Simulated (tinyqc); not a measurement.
Capture against depth of the level: configuration-coordinate model of carrier capture at a defect.

Two parabolas of equal curvature k in one coordinate Q: with the carrier free at the band edge, U_f = k Q^2/2; with the carrier trapped, U_t = k (Q - dQ)^2/2 - ET. ER = k dQ^2/2, Huang-Rhys factor S = ER/hw, hw = 0.0646541 sqrt(k/M) eV for k in eV/angstrom^2 and M in u. The curves cross at a height Eb = (ER - ET)^2/(4 ER) above the free minimum.

Multiphonon factor for giving p = ET/hw phonons to the lattice: W = exp(-S (2 nb + 1)) ((nb + 1)/nb)^(p/2) I_p(x), nb = 1/(exp(hw/kT) - 1), x = 2 S sqrt(nb (nb + 1)), I_p the modified Bessel function. Classical limit: W = hw exp(-Eb/kT)/sqrt(4 pi ER kT). At T = 0: exp(-S) S^p/Gamma(p + 1).

Constants: kB = 8.617333262e-05 eV/K.

Values chosen for the exercise (out of a larger set: of the size met at a deep level in Si; not measured data):
- ER = 0.24 eV (relaxation energy)
- hw = 0.027 eV (phonon energy of the mode)
- T = 350 K (temperature)

ET is varied at fixed ER, hw and T, as by moving the band edge with alloying or pressure.

Against ET:
```
ET/ER  ET (eV)  Eb (eV)  log10 W  log10 W, classical
0.10     0.024   0.0486   -1.724              -1.748
0.25     0.060   0.0338   -1.513              -1.534
0.50     0.120   0.0150   -1.252              -1.264
0.75     0.180   0.0037   -1.102              -1.102
1.00     0.240   0.0000   -1.060              -1.048
1.25     0.300   0.0037   -1.121              -1.102
1.50     0.360   0.0150   -1.279              -1.264
2.00     0.480   0.0600   -1.867              -1.912
3.00     0.720   0.2400   -3.992              -4.504
```

What can be read from this table?

Capture is fastest at ET/ER = 1 among these rows, where the barrier vanishes or nearly so. The classical form is symmetric about ET = ER; the quantum one gives -1.25 at 0.5 and -1.28 at 1.5, against -1.26 for both. At ET = 3 ER it lies 0.5 decades above the classical value: deep levels capture by emitting many phonons, and the rate falls with depth by 8.9 decades per eV between the last two rows. Rows deeper than the gap of the host are formal.

Program tinyqc; command `OMP_NUM_THREADS=1 python tinyqc.py 1482426 1482427 out.jsonl`; about 0.01 s on one thread of a shared Intel(R) Xeon(R) Processor @ 2.30GHz.
